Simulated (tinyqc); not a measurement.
Three-band (Emery) model of a CuO2 plane downfolded to one band: one step. The one-band model at k.

One-band form E = e0 - 2t (cos kx + cos ky) - 4t' cos kx cos ky - 2t'' (cos 2kx + cos 2ky) - 4t''' (cos 2kx cos ky + cos kx cos 2ky), k in 1/a. Each hopping is minus the mean of E cos(m kx) cos(n ky) over a 12 x 12 mesh, k = (j + 1/2) 2 pi/12.

Parameters, chosen for this exercise (out of a larger set: of the size used for cuprate planes; not measured data): k = (0.7, 0.66) pi/a (wave vector).

e0, t, t', t'', t''' (eV): [1.821756, 0.428185, -0.022110, 0.038001, 0.000033]

Question. Evaluate the one-band form at k with e0 and t alone, with t' added, and with all four hoppings.

Give: E.

Answer.

E (eV): (t alone) 2.7377, (t and t') 2.7627, (all four) 2.8269

The three-band value is 2.8053 eV.

Run: tinyqc, `OMP_NUM_THREADS=1 python tinyqc.py 1450795 1450796 out.jsonl`; Intel(R) Xeon(R) Processor @ 2.30GHz, one thread, shared host; about 0.05 s of CPU time with all checks.
